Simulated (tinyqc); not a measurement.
Plain band against climbing image: nudged elastic band on a two-dimensional model surface. Computed by tinyqc, a small Python program. Command: `OMP_NUM_THREADS=1 python tinyqc.py 3025222 3025223 out.jsonl neb walk`. One thread of a shared host (Intel(R) Xeon(R) Processor @ 2.30GHz), about 0.06 s of CPU time with the checks.

V(x, y) = -A (cos kx + cos ky) - B cos kx cos ky + (C sin ky + S sin kx)(1 - cos kx), k = 2 pi/a; the atom hops from the minimum at (0, 0) to that at (a, 0).

Inputs (values chosen for the exercise, for a model surface):

| quantity | value | unit |
|---|---|---|
| amplitude A | 0.1 | eV |
| amplitude B | 0.038 | eV |
| skew C | 0.022 | eV |
| asymmetry S | 0.019 | eV |
| period a | 2.8 | angstrom |
| spring constant k_s | 0.29 | eV/angstrom^2 |
| step factor eta | 0.77 | angstrom^2/eV |

Surface: adatom on a square lattice. Climbing image: on.

Method:
- Newton steps x(new) = x - H^-1 grad V (moves limited to 0.3 angstrom) from (0, 0), (a, 0) and (a/2, 0) give the two minima and the saddle.
- Tangent at image i: towards the higher neighbour if the energies rise or fall through i; at a maximum or minimum, tau = t+ dmax + t- dmin if V(i+1) > V(i-1), else t+ dmin + t- dmax, with t+ = R(i+1) - R(i), t- = R(i) - R(i-1) and dmax, dmin the larger and smaller of |V(i+1) - V(i)| and |V(i-1) - V(i)|; then normalise. Force F = -grad V + (grad V.tau) tau + k_s (|t+| - |t-|) tau.
- With a climbing image, the highest image feels instead F = -grad V + 2 (grad V.tau) tau and no spring.
- Update R(new) = R + eta F; the end points stay fixed.
- Images are counted without the end points, and convergence is judged on the largest force on an image. Each run starts on the straight line with the same k_s and eta, for at most 1500 iterations; errors are against the Newton saddle; a dash marks a run that did not reach 1e-4 eV/angstrom.

positions (angstrom):
```
              x         y
start   0.00000   0.00000
end     2.80000   0.00000
saddle  1.27065  -0.26535
```

energies (eV): start -0.238000, end -0.238000, saddle 0.029657

barrier from the start = 0.267657 eV

Error of the highest image (meV) and iterations:

| images | plain, error | plain, iterations | climbing, error | climbing, iterations |
|---|---|---|---|---|
| 2 | -44.049 | 18 | 0 | 21 |
| 3 | -5.632 | 22 | 0 | 21 |
| 4 | -9.112 | 20 | 0 | 23 |
| 5 | -5.613 | 21 | 0 | 26 |
| 6 | -2.086 | 23 | 0 | 31 |
| 8 | -0.332 | 28 | 0 | 30 |
| 10 | -0.001 | 35 | 0 | 38 |

What follows from these numbers?

The plain band underestimates the barrier by 0.00 to 44.05 meV, depending on how near an image falls to the saddle (worst for 2 images, best for 10). The climbing image is within about 0.001 meV in every converged run, so few images suffice for the barrier.

Extremes, crossings and ranges named in words are read from the listed rows.
